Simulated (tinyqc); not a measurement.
Chemical shift by three methods: effective-mass impurity with a central-cell term, in a basis of Slater functions. Computed by tinyqc, a small Python program. Command: `OMP_NUM_THREADS=1 python tinyqc.py 3011594 3011595 out.jsonl centralcell walk`. One thread of a shared host (Intel(R) Xeon(R) Processor @ 2.30GHz), about 0.01 s of CPU time with the checks.

The envelope obeys H = -nabla^2 - (2/r) [Z + A exp(-kappa r)] in effective units, with kappa = a*/lambda; positive A deepens the well near the core.

Inputs (values chosen for the exercise, with mass and screening modelled on GaSb):
```
quantity                   value      unit
effective mass m            0.04       m_0
dielectric constant eps     16.2         -
charge Z of the core           1         -
central-cell strength A      -44         -
central-cell range lambda    1.9  angstrom
```

Impurity: donor, one isotropic band.

Constants: Ry = 13.605693123 eV; a_0 = 0.529177210903 angstrom.

Method:
- Units: Ry* = Ry m/eps^2 and a* = a_0 eps/m, with m in m_0.
- kappa = a*/lambda; the hydrogenic ground state is bound by Z^2 Ry*.
- For s functions exp(-zeta r), with s = zeta_i + zeta_j: S = 2/s^3, T = zeta_i zeta_j S, V = -2 Z/s^2, W = -2 A/(s + kappa)^2; each function is normalised by dividing by sqrt(S_ii S_jj).
- Large basis: zeta_i = 0.06 x 1.6^(i-1), i = 1..22, same formulas; for p functions r exp(-zeta r): S = 24/s^5, T = zeta_i zeta_j S (centrifugal term included), V = -12 Z/s^4, W = -12 A/(s + kappa)^4; overlap eigenvalues below 1e-11 are dropped.
- First order: shift = 8 A Z^3/(2 Z + kappa)^2 Ry*. One exponent: minimise zeta^2 - 2 Z zeta - 8 A zeta^3/(2 zeta + kappa)^2 by golden section on 0.2 to 6 Z. All shifts are the binding beyond Z^2 Ry*.

kappa = 112.798 1/a*

Ry* = 2.07372 meV

hydrogenic binding energy = 2.07372 meV

Shift of the 1s binding energy (meV):
```
A      first order  one exponent  large basis
44.0      0.055389      0.058917      0.10606
22.0      0.027694      0.028540      0.03605
-4.4     -0.005539     -0.005507     -0.00530
-11.0    -0.013847     -0.013648     -0.01246
-22.0    -0.027694     -0.026912     -0.02270
-44.0    -0.055389     -0.052368     -0.03870
-55.0    -0.069236     -0.064597     -0.04515
```

The three columns are ordered, first order <= one exponent <= large basis, since each is a variational bound with more freedom. At the largest attractive A first order gives 52 % and one exponent 56 % of the shift; at the most repulsive A the true shift is -0.045 meV against -0.069. Attraction pulls the envelope in and feeds itself, repulsion pushes it out and saturates.

Extremes, crossings and ranges named in words are read from the listed rows.
